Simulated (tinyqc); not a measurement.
Stretching all distances: RHF, UHF, MP2, CISD and CCSD against full CI in the 3-21g basis, for H3+, spin multiplicity 1. Computed by the program tinyqc with PySCF. 

Geometry (angstrom):
```
atom       x       y       z
H     0.0000  0.0000  0.0000
H     0.0000  0.0000  0.8170
H     0.0000  0.7070  0.4080
```

All coordinates are multiplied by the scale. c0^2 is the weight of the RHF determinant in the lowest singlet FCI state (UHF is spin-contaminated and may lie near states of higher spin) and n(LUMO) the first natural occupation beyond the occupied space.

Full CI energy (hartree) and errors against it (kcal/mol):
```
scale   distance 1-2 (angstrom)     E(FCI)      RHF      UHF      MP2    CISD    CCSD  <S^2> UHF    c0^2  n(LUMO)
0.9200                   0.7516  -1.286746  17.5066  17.5066   4.3328  0.0000  0.0000     0.0000  0.9883   0.0109
1.1800                   0.9641  -1.291542  20.0050  20.0050   5.3625  0.0000  0.0000     0.0000  0.9814   0.0179
1.4300                   1.1683  -1.254625  22.2952  22.2952   6.4956  0.0000  0.0000     0.0000  0.9719   0.0275
1.6900                   1.3807  -1.212620  25.0802  25.0802   7.8794  0.0000  0.0000     0.0000  0.9588   0.0405
1.9400                   1.5850  -1.174133  28.5970  28.5970   9.4561  0.0000  0.0000     0.0000  0.9424   0.0568
2.2000                   1.7974  -1.137070  33.3423  30.4167  11.3510  0.0000  0.0000     0.3433  0.9203   0.0786
2.4500                   2.0017  -1.105483  38.9813  27.8136  13.3042  0.0000  0.0000     0.6070  0.8938   0.1046
2.7100                   2.2141  -1.077660  45.8478  23.1400  15.2018  0.0000  0.0000     0.7808  0.8618   0.1361
```

UHF parts from RHF first at scale 2.2 of those listed, where <S^2> leaves zero. The weight c0^2 goes from 0.99 to 0.86 and n(LUMO) from 0.01 to 0.14: static correlation grows as the bonds break into open-shell fragments. The spread of the error along the curve, which distorts its shape, is CISD 0.0, CCSD 0.0, MP2 10.9, UHF 12.9, RHF 28.3 kcal/mol. With two electrons CISD and CCSD are exact.
